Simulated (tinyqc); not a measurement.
Complex band structure along [001] in sp3s* tight binding: one step. The px, py block. Five cases, with inputs chosen for the exercise.

Question. For px and py the determinant gives (E - Epa)(E - Epc) = Vxx^2 cos^2(phi) + Vxy^2 sin^2(phi). With phi = i kappa a/4 this is sinh^2(kappa a/4) = ((E - Epa)(E - Epc) - Vxx^2)/(Vxx^2 - Vxy^2), E = Ev + dE. Parameters in the order Esa, Epa, Esc, Epc, Exa, Exc, Vss, Vxx, Vxy, Vsapc, Vscpa, Vxapc, Vpaxc.

For k = (0, 0, kz) the phase sums are g0 = cos(phi) and g3 = i sin(phi), phi = kz a/4, and the s, pz, s* orbitals of anion (a) and cation (c) decouple from px, py. With z = exp(i phi), H(z) = H0 + z T + T^T/z for any complex z. H0 is diagonal (Esa, Epa, Exa, Esc, Epc, Exc). The anion-cation block is B(z) = z U + W/z and the cation-anion block z W^T + U^T/z, where U has Vss/2 (s,s), Vsapc/2 (s,z), -Vscpa/2 (z,s), Vxx/2 (z,z), Vxapc/2 (s*,z), -Vpaxc/2 (z,s*), and W has the same values with the s-z and s*-z signs reversed. |z| = 1 is a band state, |z| < 1 decays along [001] as exp(-kappa d) over a distance d, kappa = -(4/a) ln|z|. No spin-orbit coupling.

Give: sinh^2(kappa a/4); kappa of the heavy-hole branch.

Case 1.

Values chosen (out of a larger set: near a published set for Ge, fitted to gaps, whose masses and valley positions are rough (light masses up to twice too heavy); not measured data): p = (-5.902, 1.609, -5.902, 1.609, 6.436, 6.436, -6.825, 1.607, 4.935, 5.449, 5.449, 5.209, 5.209) eV (order Esa, Epa, Esc, Epc, Exa, Exc, Vss, Vxx, Vxy, Vsapc, Vscpa, Vxapc, Vpaxc); dE = 0.23 eV (E - Ev); a = 5.656 angstrom (lattice constant).

Ev = 0.002000 eV

Answer.

sinh^2(kappa a/4) = 0.03152
kappa of the heavy-hole branch = 0.1249 1/angstrom

This branch decays faster than the slowest root of the s-pz block (0.0502), by a factor 2.49 in kappa.

Case 2.

Values chosen (out of a larger set: near a published set for Si, fitted to gaps, whose masses and valley positions are rough (light masses up to twice too heavy); not measured data): p = (-4.208, 1.703, -4.208, 1.703, 6.721, 6.721, -8.349, 1.704, 4.602, 5.716, 5.716, 5.373, 5.373) eV (order Esa, Epa, Esc, Epc, Exa, Exc, Vss, Vxx, Vxy, Vsapc, Vscpa, Vxapc, Vpaxc); dE = 0.53 eV (E - Ev); a = 5.427 angstrom (lattice constant).

Ev = -0.001000 eV

Answer.

sinh^2(kappa a/4) = 0.08347
kappa of the heavy-hole branch = 0.2101 1/angstrom

This branch decays faster than the slowest root of the s-pz block (0.1510), by a factor 1.39 in kappa.

Case 3.

Values chosen (out of a larger set: near a published set for GaSb, fitted to gaps, whose masses and valley positions are rough (light masses up to twice too heavy); not measured data): p = (-7.344, 0.85, -3.883, 2.888, 6.614, 6.026, -6.216, 1.568, 4.114, 4.999, 4.637, 4.93, 4.214) eV (order Esa, Epa, Esc, Epc, Exa, Exc, Vss, Vxx, Vxy, Vsapc, Vscpa, Vxapc, Vpaxc); dE = 0.18 eV (E - Ev); a = 6.091 angstrom (lattice constant).

Ev = -0.001023 eV

Answer.

sinh^2(kappa a/4) = 0.04430
kappa of the heavy-hole branch = 0.1372 1/angstrom

This branch decays faster than the slowest root of the s-pz block (0.0471), by a factor 2.92 in kappa.

Case 4.

Values chosen (out of a larger set: near a published set for Ge, fitted to gaps, whose masses and valley positions are rough (light masses up to twice too heavy); not measured data): p = (-5.865, 1.614, -5.865, 1.614, 6.37, 6.37, -6.766, 1.609, 4.897, 5.475, 5.475, 5.214, 5.214) eV (order Esa, Epa, Esc, Epc, Exa, Exc, Vss, Vxx, Vxy, Vsapc, Vscpa, Vxapc, Vpaxc); dE = 0.15 eV (E - Ev); a = 5.654 angstrom (lattice constant).

Ev = 0.005000 eV

Answer.

sinh^2(kappa a/4) = 0.02151
kappa of the heavy-hole branch = 0.1034 1/angstrom

This branch decays faster than the slowest root of the s-pz block (0.0417), by a factor 2.48 in kappa.

Case 5.

Values chosen (out of a larger set: near a published set for GaP, fitted to gaps, whose masses and valley positions are rough (light masses up to twice too heavy); not measured data): p = (-8.108, 1.128, -2.201, 4.126, 8.522, 7.212, -7.442, 2.159, 5.117, 4.274, 6.318, 4.636, 5.109) eV (order Esa, Epa, Esc, Epc, Exa, Exc, Vss, Vxx, Vxy, Vsapc, Vscpa, Vxapc, Vpaxc); dE = 1.18 eV (E - Ev); a = 5.45 angstrom (lattice constant).

Ev = -0.001361 eV

Answer.

sinh^2(kappa a/4) = 0.22351
kappa of the heavy-hole branch = 0.3352 1/angstrom

This branch decays faster than the slowest root of the s-pz block (0.1742), by a factor 1.92 in kappa.

Computed by tinyqc, one run a case: `OMP_NUM_THREADS=1 python tinyqc.py N N+1 out.jsonl` with N = 1481869, 1481975, 1482196, 1482210, 1482216; one thread of a shared Intel(R) Xeon(R) Processor @ 2.30GHz, about 0.01 s a run at most.
